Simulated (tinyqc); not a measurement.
Type-II superlattice in the two-band Kane model: one step. Edges and effective gap. Three cases, with inputs chosen for the exercise.

Problem. C1 is the first miniband above EvB: bottom at tr/2 = +1, top at -1. The gap is its bottom less HH1; cut-off wavelength hc/gap.

Motion along the axis, period d = a + b, c = hbar^2/2m0. Conduction and light-hole bands couple: (E - Ec)(E - Ev) = Ep c k^2 in each layer, with mass m(E) = (E - Ev)/Ep, which may be negative. The conduction envelope psi and psi'/m(E) are continuous; a layer carries them by [[cos kt, (m/k) sin kt], [-(k/m) sin kt, cos kt]] (cosh and sinh for k^2 < 0), and cos(q d) = tr(M_B M_A)/2. C1 is the first miniband above EvB, with its bottom at tr/2 = +1 and its top at -1; the gap is the bottom of C1 less the top heavy-hole level HH1.

Heavy holes are uncoupled: with e = EvB - E, p = sqrt(mhB e/c), w = sqrt(mhA (EvB - EvA - e)/c), the top level HH1 at q = 0 solves (p/mhB) tan(p b/2) = (w/mhA) tanh(w a/2).

Constants: hbar^2/2m0 = 3.80998211 eV angstrom^2; hc = 1239.841984 eV nm.

Give: bottom of C1; top of C1; HH1; gap; cut-off.

Case 1.

Values chosen (near those of an InAs/GaSb superlattice; shifted at random, so the results belong to these values and not to a real crystal):
- a = 37 angstrom (layer A)
- b = 51 angstrom (layer B)
- EcA = 0 eV (conduction edge of A)
- EvA = -0.41 eV (valence edge of A)
- EcB = 0.933 eV (conduction edge of B)
- EvB = 0.105 eV (valence edge of B)
- EpA = 14.1 eV (coupling energy in A)
- EpB = 18.1 eV (coupling energy in B)
- mhA = 0.34 m0 (heavy hole in A)
- mhB = 0.27 m0 (heavy hole in B)

Solution.

bottom of C1 = 0.3061 eV
top of C1 = 0.3399 eV
HH1 = 0.0697 eV
gap = 0.2364 eV
cut-off = 5.25 micrometre

The bulk edges overlap by 105 meV; confinement lifts the electrons by 306 meV and lowers the holes by 35 meV, which opens the gap. It is 0.58 of the smaller bulk gap.

Case 2.

Values chosen (near those of an InAs/GaSb superlattice; shifted at random, so the results belong to these values and not to a real crystal):
- a = 34 angstrom (layer A)
- b = 49 angstrom (layer B)
- EcA = 0 eV (conduction edge of A)
- EvA = -0.416 eV (valence edge of A)
- EcB = 0.94 eV (conduction edge of B)
- EvB = 0.117 eV (valence edge of B)
- EpA = 14.3 eV (coupling energy in A)
- EpB = 18.1 eV (coupling energy in B)
- mhA = 0.33 m0 (heavy hole in A)
- mhB = 0.27 m0 (heavy hole in B)

Solution.

bottom of C1 = 0.3328 eV
top of C1 = 0.3732 eV
HH1 = 0.0789 eV
gap = 0.2539 eV
cut-off = 4.88 micrometre

The bulk edges overlap by 117 meV; confinement lifts the electrons by 333 meV and lowers the holes by 38 meV, which opens the gap. It is 0.61 of the smaller bulk gap.

Case 3.

Values chosen (near those of an InAs/GaSb superlattice; shifted at random, so the results belong to these values and not to a real crystal):
- a = 31 angstrom (layer A)
- b = 26 angstrom (layer B)
- EcA = 0 eV (conduction edge of A)
- EvA = -0.421 eV (valence edge of A)
- EcB = 0.961 eV (conduction edge of B)
- EvB = 0.159 eV (valence edge of B)
- EpA = 14.2 eV (coupling energy in A)
- EpB = 17.9 eV (coupling energy in B)
- mhA = 0.34 m0 (heavy hole in A)
- mhB = 0.28 m0 (heavy hole in B)

Solution.

bottom of C1 = 0.3153 eV
top of C1 = 0.4485 eV
HH1 = 0.0604 eV
gap = 0.2550 eV
cut-off = 4.86 micrometre

The bulk edges overlap by 159 meV; confinement lifts the electrons by 315 meV and lowers the holes by 99 meV, which opens the gap. It is 0.61 of the smaller bulk gap.

Computed by tinyqc, one run a case: `OMP_NUM_THREADS=1 python tinyqc.py N N+1 out.jsonl` with N = 1280335, 1280984, 1281045; one thread of a shared Intel(R) Xeon(R) Processor @ 2.30GHz, about 0.1 s a run at most.
